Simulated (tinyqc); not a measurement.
# Admittance spectroscopy of a deep trap, step by step

tinyqc, about 0.01 s, one thread, Intel Xeon 2.30GHz (shared host): `OMP_NUM_THREADS=1 python tinyqc.py 2050126 2050127 out.jsonl` Printed values are rounded.

Schottky contact on an n-type layer with shallow donors Nd (all ionised) and a donor-like deep trap, neutral when filled and positive when empty; depletion approximation. Traps within lam of the depletion edge stay filled. The traps at xt = W - lam, where the level crosses the Fermi level, follow a slow signal and not a fast one. w = 2 pi f.

Parameters, values chosen for the exercise; material values close to those of silicon:
- eps_r = 11.6 (relative permittivity)
- Nc = 2.85e19 cm^-3 (conduction-band density of states at 300 K)
- vth = 2.4e7 cm/s (thermal velocity at 300 K)
- Nd = 5.5e15 cm^-3 (shallow donor density)
- Vbi = 0.72 V (built-in voltage)
- Et = 0.3 eV (depth of the trap below the conduction edge)
- sn = 8.1e-15 cm^2 (capture cross-section)
- Nt = 5.3e14 cm^-3 (trap density)
- Vr = 0 V (reverse bias)
- f = 6800 Hz (signal frequency)
- T = 185 K (temperature)

Constants: q = 1.602176634e-19 C, kB = 1.380649e-23 J/K, eps0 = 8.8541878128e-14 F/cm where lengths are in cm. Results are converted to the units shown.

## Widths and limiting capacitances

lam = sqrt(2 eps0 eps_r (EF - ET)/(q Nd)), EF - ET = Et - (kB T/q) ln(Nc(T)/Nd), Nc(T) = Nc (T/300 K)^1.5. In the steady state at the band bending V, 2 eps0 eps_r V/q = Nd W^2 + Nt (W - lam)^2 (the second term only if W > lam). V = Vbi + Vr. C_HF = eps0 eps_r/W, C_LF = eps0 eps_r (Nd + Nt)/(Nd W + Nt xt).

lam = 202.0972 nm
W = 404.8210 nm
xt = 202.7238 nm
C_HF = 25.37136 nF/cm^2
C_LF = 26.53572 nF/cm^2

The step is 4.59 % of C_HF.

## Admittance at the signal frequency

Emission rate en = sn vth(T) Nc(T) exp(-Et/kB T) = sn g T^2 exp(-Et/kB T), g = vth Nc/(300 K)^2, as vth goes as T^0.5 and Nc as T^1.5 (degeneracy factor 1). Inflection frequency w0 = 2 en [1 + Nt xt/(Nd W)]; C = C_HF + (C_LF - C_HF)/(1 + (w/w0)^2), G/w = (C_LF - C_HF)(w/w0)/(1 + (w/w0)^2).

en = 14158.88 1/s
w0/(2 pi) = 4724.398 Hz
C = 25.75042 nF/cm^2
G/w = 0.5455965 nF/cm^2

The signal lies near the inflection, where the loss is largest.
